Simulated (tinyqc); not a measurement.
Elastic strain and critical thickness of a cubic alloy layer A(1-x)B(x) on a thick substrate: one step, computed by the program tinyqc. Command: `OMP_NUM_THREADS=1 python tinyqc.py 3022432 3022433 out.jsonl misfit walk`. One thread of a shared host (Intel(R) Xeon(R) Processor @ 2.30GHz), about 0.01 s of CPU time with the checks.

Strain is positive in tension. The layer is coherent with the substrate unless said otherwise.

Task: Symmetric X-ray reflection. Reflection 004: d = a_perp/sqrt(16), with a_perp = a (1 + e_perp) for the coherent layer, a for the relaxed layer and a_S for the substrate; sin(theta) = lambda/(2 d).

Inputs (values chosen for the exercise, for a model alloy): substrate lattice constant a_S = 5.643 angstrom; X-ray wavelength = 1.540593 angstrom.

Growth plane: (001).

free lattice constant a = 5.687425 angstrom

normal strain e_perp = 0.006472982

Give: Bragg angles; peak separation of the coherent layer.

Result:

Bragg angles:

| crystal | a_perp (angstrom) | theta (degrees) | from substrate (arcsec) |
|---|---|---|---|
| substrate | 5.643 | 33.09 | 0 |
| coherent layer | 5.724 | 32.57 | -1902 |
| relaxed layer | 5.687 | 32.80 | -1048 |

peak separation of the coherent layer = -1902 arcsec
